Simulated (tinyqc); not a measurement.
Hopping conduction between localised states. Changing the localisation length xi. Computed by tinyqc, a small Python program. Command: `OMP_NUM_THREADS=1 python tinyqc.py 3011734 3011735 out.jsonl hop sweep`. One thread of a shared host (Intel(R) Xeon(R) Processor @ 2.30GHz), about 0.05 s of CPU time with the checks.

Energies are counted from the Fermi level. A small network shows the mechanism; the laws of an infinite system follow.

Inputs (values chosen for the exercise, for a model amorphous semiconductor): density of states g_0 = 1.3e+13 1/(eV cm^2); permittivity eps = 13; activation energy E_a to extended states = 0.018 eV; prefactor of activated conduction = 890 microsiemens; prefactor of hopping = 2.7 microsiemens; conductance scale G_0 = 1 microsiemens; temperature T = 13 K.

Dimension: 2D.

sites of the small network (nm, nm, meV), columns x, y, energy:
$$\begin{pmatrix}
0 & 0.57 & 0.45 \\
1.02 & 0.65 & -0.21 \\
1.61 & 0.86 & 7.25 \\
2.69 & 0.91 & 6.42 \\
3.62 & 0.63 & -4.55 \\
4.48 & 0.57 & -4.32 \\
5.26 & 0.04 & 5.54 \\
5.9 & 1.02 & 0.35
\end{pmatrix}$$

Constants: k_B = 8.617333262e-05 eV/K; e^2/(4 pi eps_0) = 14.39964548 eV angstrom.

Method:
- Miller-Abrahams exponent s_ij = 2 r_ij/xi + (|E_i| + |E_j| + |E_i - E_j|)/(2 k_B T); G_ij = G_0 exp(-s_ij). The diagonal is set to 0 and not used.
- Site 1 is held at potential 1 and site 8 at 0; Kirchhoff's law sum_j G_ij (u_i - u_j) = 0 fixes the others; G = sum_j G_1j (1 - u_j). G_ij = G_0 exp(-s_ij).
- Mott: T_M = 13.8/(k_B g_0 xi^2), exponent (T_M/T)^(1/3), mean hop r = (1/3) xi times the exponent. Efros-Shklovskii: T_ES = 6.5 e^2/(4 pi eps eps_0 k_B xi), exponent (T_ES/T)^(1/2). Coulomb gap width g_0 (e^2/(4 pi eps eps_0))^2. The numerical coefficients come from percolation theory and are given.
- sigma = s_1 exp(-E_a/k_B T) + s_2 exp(-larger of the two exponents); reduced activation energy w = d ln(sigma)/d ln(T) by a central difference of +/- 1 %.

One run for each value:
```
localisation length xi (nm)  hopping part (microsiemens)  -ln(G/G_0)     T_M (K)  T_ES (K)
0.37                                          1.0337e-38      15.092  8.9983e+06     22581
0.49                                          3.7601e-32      13.420  5.1306e+06     17051
0.65                                          1.1088e-26      11.519  2.9157e+06     12854
0.87                                          5.0752e-22       9.547  1.6275e+06      9604
1.20                                          7.9033e-18       7.538  8.5546e+05      6963
1.60                                          9.0726e-15       5.911  4.8120e+05      5222
2.10                                          2.2780e-12       4.596  2.7933e+05      3979
2.80                                          2.9151e-10       3.480  1.5713e+05      2984
```

Over the rows, hopping part (microsiemens) rises from 1.03e-38 to 2.92e-10 (exponent d ln y / d ln x 54 between the first rows and 17 between the last); -ln(G/G_0) falls from 15.1 to 3.48 (exponent d ln y / d ln x -0.42 between the first rows and -0.97 between the last); T_M (K) falls from 9.00e6 to 157000 (exponent d ln y / d ln x about -2.0 throughout). The exponent of T_M stays at -2: T_M = 13.8/(k_B g_0 xi^2).
